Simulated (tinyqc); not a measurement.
## Bandgap voltage reference from two bipolar transistors: effect of the offset of the amplifier

Two transistors of area 1 and N carry the same current I. Is(T) = Is (T/T0)^eta exp[(Vg0 q/kB)(1/T0 - 1/T)], VBE1 = Vt ln(I/Is(T)) + I rb, VBE2 = Vt ln(I/(N Is(T))) + I rb/N. The amplifier forces I R1(T) = VBE1 - VBE2 + Vos, with R(T) = R (1 + tc (T - T0)) for both resistors, and the output is Vref = VBE1 + I R2(T). Base currents and the Early effect are neglected.

Vt = kB T/q; I = (Vt ln N + Vos)/(R1(T) - rb (1 - 1/N)). Box coefficient: span of Vref between 233 and 398 K over its average over T and over 165 K. The last column is the R2 that gives zero slope at T0.

Parameters, values chosen for the exercise; values of the order met in silicon bipolar transistors:

| symbol | value | unit | meaning |
|---|---|---|---|
| T0 | 300 | K | reference temperature |
| Vg0 | 1.177 | V | band-gap voltage extrapolated to 0 K |
| eta | 3.5 |  | temperature exponent of the saturation current |
| Is | 7e-16 | A | saturation current of the unit transistor at T0 |
| N | 15 |  | area ratio of the second transistor |
| R1 | 2 | kohm | resistor across which the difference of VBE falls, at T0 |
| tc | -1200 | ppm/K | temperature coefficient of both resistors |
| rb | 0 | ohm | series resistance of the unit transistor |
| R2 | 17.52 | kohm | output resistor at T0 |

Constants: q = 1.602176634e-19 C, kB = 1.380649e-23 J/K. Results are converted to the units shown.

Effect of the offset of the amplifier:

| Vos (mV) | I at T0 (uA) | Vref at T0 (V) | slope at T0 (uV/K) | box coefficient (ppm/K) | R2 for zero slope (kohm) |
|---|---|---|---|---|---|
| -5 | 32.50 | 1.204 | 59.66 | 46.23 | 17.01 |
| -3 | 33.50 | 1.223 | 59.50 | 45.42 | 17.01 |
| -1 | 34.50 | 1.241 | 59.43 | 44.69 | 17.01 |
| 0 | 35.00 | 1.250 | 59.42 | 44.36 | 17.01 |
| 1 | 35.50 | 1.259 | 59.43 | 44.04 | 17.01 |
| 3 | 36.50 | 1.278 | 59.49 | 43.46 | 17.01 |
| 5 | 37.50 | 1.296 | 59.62 | 42.95 | 17.01 |

What does the table show?

As Vos goes from -5 to 5, Vref rises from 1.204 to 1.296 V and the box coefficient falls from 46.2 to 42.9 ppm/K. Each mV of offset moves Vref by 9.13 mV, about R2/R1 = 8.76 plus the change of VBE1 with the current.

Program tinyqc, `OMP_NUM_THREADS=1 python tinyqc.py 2062030 2062031 out.jsonl`; Intel Xeon 2.30GHz, shared host, one thread, about 0.02 s.
